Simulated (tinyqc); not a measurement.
Schottky emission and Poole-Frenkel conduction in an insulator, and how to tell them apart: two steps of the calculation.

Schottky emission (electrode-limited): J = As T^2 exp[-(pb - b sqrt(F))/Vt], b = sqrt(q/(4 pi eps0 ei)). Poole-Frenkel emission (bulk-limited): J = s0 F exp[-(pt - 2 b sqrt(F))/Vt]. F in V/cm.

Values chosen for this exercise; dielectric values close to those of silicon nitride: temperature T = 300 K; high-frequency relative permittivity ei = 4.18; static relative permittivity es = 7.54; trap depth pt = 1.07 eV; Poole-Frenkel prefactor s0 = 4.2 S/cm; electrode barrier pb = 1.57 eV; Richardson constant As = 42 A/(cm^2 K^2); field F = 1.9 MV/cm.

Constants: q = 1.602176634e-19 C, kB = 1.380649e-23 J/K, Vt = kB T/q, eps0 = 8.8541878128e-14 F/cm where lengths are in cm. Results are converted to the units shown.

Problem 1. Both currents at one field. Lowerings b sqrt(F) and 2 b sqrt(F); the image-force maximum lies at sqrt(q/(16 pi eps0 ei F)) from the electrode.

Wanted: Schottky lowering; position of the barrier top; Poole-Frenkel lowering; J, Schottky; J, Poole-Frenkel.

Solution 1.

Schottky lowering = 255.84 meV
position of the barrier top = 0.67326 nm
Poole-Frenkel lowering = 511.68 meV
J, Schottky = 3.1662e-16 A/cm^2
J, Poole-Frenkel = 0.0033309 A/cm^2

Injection and bulk transport act in series, so the smaller capacity limits the current: here the electrode, by a factor of 1.05e13.

Problem 2. Which mechanism made these data. The data come from another sample of the same dielectric, in which one mechanism alone limits the current. Fit straight lines by least squares: ln J on sqrt(F) (Schottky plot, slope b/Vt) and ln(J/F) on sqrt(F) (Poole-Frenkel plot, slope 2 b/Vt), F in V/cm, and read a permittivity from each slope. The right mechanism gives a value near ei, and in any case between ei and es.

```
point  F (MV/cm)  J (A/cm^2)
0           1.12    1.486e-6
1           1.97   0.0003717
2           2.81     0.02663
3           3.66       1.039
4            4.5       25.41
```

Wanted: slope of the Schottky plot; permittivity read as Schottky; slope of the Poole-Frenkel plot; permittivity read as Poole-Frenkel.

Solution 2.

slope of the Schottky plot = 0.015663 (cm/V)^0.5
permittivity read as Schottky = 0.87828
slope of the Poole-Frenkel plot = 0.014359 (cm/V)^0.5
permittivity read as Poole-Frenkel = 4.1801

Both plots are nearly straight, so straightness decides nothing. Read as Poole-Frenkel the data give 4.18, which matches ei = 4.18; read as Schottky they give 0.878, below 1 and impossible. The data are Poole-Frenkel.

tinyqc, about 0.01 s, one thread, Intel Xeon 2.30GHz (shared host): `OMP_NUM_THREADS=1 python tinyqc.py 2370075 2370076 out.jsonl`
